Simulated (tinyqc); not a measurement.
Vibrations of a mass or spring defect in a linear chain: one step, computed by the program tinyqc. Command: `OMP_NUM_THREADS=1 python tinyqc.py 3026528 3026529 out.jsonl localmode walk`. One thread of a shared host (Intel(R) Xeon(R) Processor @ 2.30GHz), about 0.01 s of CPU time with the checks.

A ring of N atoms with nearest-neighbour springs k and motion along the chain. Atom 1 is the defect, of mass M', and its two springs are k'. Odd sites are A (the defect replaces an A atom), even sites B.

Problem. Dynamical matrix of the ring. D_ii = (sum of the two springs at i)/M_i, D_ij = -k_ij/sqrt(M_i M_j) for neighbours, closed into a ring.

Inputs (values chosen for the exercise, for a model chain):
```
quantity                         value           unit
spring constant k                 4.08  eV/angstrom^2
mass M_A                          92.6              u
mass M_B                          36.2              u
defect mass M'                     544              u
spring ratio k'/k at the defect    1.2              -
atoms in the ring N                 10              -
```

Host: diatomic.

Give: D.

Solution.

D (eV/(angstrom^2 u)):
```
          1        2        3        4        5        6        7        8
1    0.0180  -0.0349   0.0000   0.0000   0.0000   0.0000   0.0000   0.0000
2   -0.0349   0.2480  -0.0705   0.0000   0.0000   0.0000   0.0000   0.0000
3    0.0000  -0.0705   0.0881  -0.0705   0.0000   0.0000   0.0000   0.0000
4    0.0000   0.0000  -0.0705   0.2254  -0.0705   0.0000   0.0000   0.0000
5    0.0000   0.0000   0.0000  -0.0705   0.0881  -0.0705   0.0000   0.0000
6    0.0000   0.0000   0.0000   0.0000  -0.0705   0.2254  -0.0705   0.0000
7    0.0000   0.0000   0.0000   0.0000   0.0000  -0.0705   0.0881  -0.0705
8    0.0000   0.0000   0.0000   0.0000   0.0000   0.0000  -0.0705   0.2254
9    0.0000   0.0000   0.0000   0.0000   0.0000   0.0000   0.0000  -0.0705
10  -0.0349   0.0000   0.0000   0.0000   0.0000   0.0000   0.0000   0.0000

          9       10
1    0.0000  -0.0349
2    0.0000   0.0000
3    0.0000   0.0000
4    0.0000   0.0000
5    0.0000   0.0000
6    0.0000   0.0000
7    0.0000   0.0000
8   -0.0705   0.0000
9    0.0881  -0.0705
10  -0.0705   0.2480
```
